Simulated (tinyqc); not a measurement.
Worked calculation: microkinetic model of a Langmuir-Hinshelwood surface reaction A + (1/2) B2 = AB with Bronsted-Evans-Polanyi barriers. Computed by tinyqc, a small Python program that keeps every step. Command: `OMP_NUM_THREADS=1 python tinyqc.py 3031867 3031868 out.jsonl microkin walk`. One thread of a shared host (Intel(R) Xeon(R) Processor @ 2.30GHz), about 0.01 s of CPU time with the checks. Intermediate numbers are printed to about 6 digits and carried at full precision; extremes and crossings named in words are read from the listed rows.

A adsorbs in equilibrium; B2 dissociates irreversibly on two free sites; adsorbed A and B react irreversibly and AB leaves at once. theta_A + theta_B + theta_* = 1.

Inputs (values chosen for the exercise, for a model catalyst):
```
quantity,value,unit
"adsorption energy of A, E_A",-0.806,eV
"adsorption energy per B atom, E_B",-0.926,eV
"entropy loss of A, S_A",1.2,meV/K
"entropy loss of B2, S_B",1.4,meV/K
slope a1 of the dissociation barrier,0.72,-
intercept b1,1.1,eV
slope a2 of the reaction barrier,0.26,-
intercept b2,0.31,eV
pressure p_A,0.039,bar
pressure p_B,0.083,bar
temperature T,725,K
mixing,0.5,-
```

Solver: damped fixed point.

Constants: k_B = 8.617333262e-05 eV/K; hbar = 6.582119569e-16 eV s.

## Constants

K_A = exp(-(E_A + T S_A)/(k_B T)) per bar; barriers E1 = max(b1 + a1 2 E_B, 0), E2 = b2 - a2 (E_A + E_B); k1 = (k_B T/h) exp(-S_B/k_B) exp(-E1/(k_B T)) per bar, k2 = (k_B T/h) exp(-E2/(k_B T)), h = 2 pi hbar.

barrier E1 = 0 eV

barrier E2 = 0.76032 eV

K_A = 0.359012 1/bar

k1 = 1.32885e+06 1/(bar s)

k2 = 7.83183e+07 1/s

Caution: the linear relation gives a negative E1, which is set to zero: dissociation is not activated.

## Steady state in closed form

theta_A = K_A p_A theta_*; 2 k1 p_B theta_*^2 = k2 theta_A theta_B, so theta_B = w theta_* with w = 2 k1 p_B/(k2 K_A p_A); theta_* = 1/(1 + K_A p_A + w); rate r = k2 theta_A theta_B.

w = 0.201163

theta_* = 0.822934

theta_A = 0.0115223

theta_B = 0.165544

rate r = 149387 1/s per site

No single species fills the surface.

## Iterative solution

Unknown y = theta_B, theta_* = (1 - y)/(1 + K_A p_A). Fixed point y(out) = w theta_*(y), y(new) = y + mixing (y(out) - y), kept within 0 and 1; start y = 0. Stop when the change is below 1e-10, after 80 steps at most.

Course of the iteration:
```
step,y in,y new,change
1,0.000000,0.099192,9.91924e-02
2,0.099192,0.138949,3.97571e-02
3,0.138949,0.154884,1.59349e-02
4,0.154884,0.161271,6.38684e-03
5,0.161271,0.163831,2.55990e-03
6,0.163831,0.164857,1.02603e-03
7,0.164857,0.165268,4.11239e-04
8,0.165268,0.165433,1.64828e-04
9,0.165433,0.165499,6.60642e-05
...,...,...,...
16,0.165543,0.165543,1.09779e-07
17,0.165543,0.165543,4.40001e-08
18,0.165543,0.165544,1.76356e-08
19,0.165544,0.165544,7.06847e-09
20,0.165544,0.165544,2.83309e-09
21,0.165544,0.165544,1.13553e-09
22,0.165544,0.165544,4.55127e-10
23,0.165544,0.165544,1.82419e-10
24,0.165544,0.165544,7.31147e-11
```

theta_B at the end = 0.165544

last change = 7.31147e-11

Converged in 24 steps to the closed form.

## Orders and rate control

From r = 2 k1 p_B theta_*^2: order in p_B and degree of control of step 1 = 1 - 2 theta_B; control of step 2 = 2 theta_B; order in p_A = 2 (theta_B - theta_A). Apparent energy = (E1 + k_B T)(1 - 2 theta_B) + (E2 + k_B T) 2 theta_B + E_A x order in p_A.

order in p_B, X1 = 0.668913

X2 = 0.331087

order in p_A = 0.308042

apparent activation energy = 0.0659255 eV

## Rate against the binding of B

The formulas are those given above.

Changing E_B at fixed E_A:
```
E_B (eV),E1 (eV),E2 (eV),theta_*,theta_A,theta_B,log10 r
-2.40,0,1.14356,0.010658,0.0001492,9.89193e-01,1.39893
-2.10,0,1.06556,0.036172,0.0005065,9.63321e-01,2.46033
-1.80,0,0.98756,0.115531,0.0016176,8.82851e-01,3.46898
-1.50,0,0.90956,0.311848,0.0043663,6.83786e-01,4.33147
-1.25,0,0.84456,0.559064,0.0078277,4.33108e-01,4.83851
-1.00,0,0.77956,0.776571,0.0108731,2.12556e-01,5.12395
-0.75,0.02,0.71456,0.922326,0.0129139,6.47599e-02,5.13432
-0.50,0.38,0.64956,0.986116,0.0138071,7.69125e-05,2.68990
-0.25,0.74,0.58456,0.986192,0.0138081,8.54432e-08,0.18746
0.00,1.10,0.51956,0.986192,0.0138081,9.49129e-11,-2.31505
```

The rate is highest at E_B = -0.75 eV among these rows, where theta_B = 0.065. On the weak-binding side log10 r falls by 10.0 per eV, from the dissociation barrier (2 a1/(k_B T ln 10) = 10.0). On the strong-binding side B fills the surface and the rate falls again: the Sabatier volcano.

Checks made by the program: iteration against the closed form (relative difference 3e-10); apparent energy against a finite difference (on the scale of E2) (relative difference 2e-10).
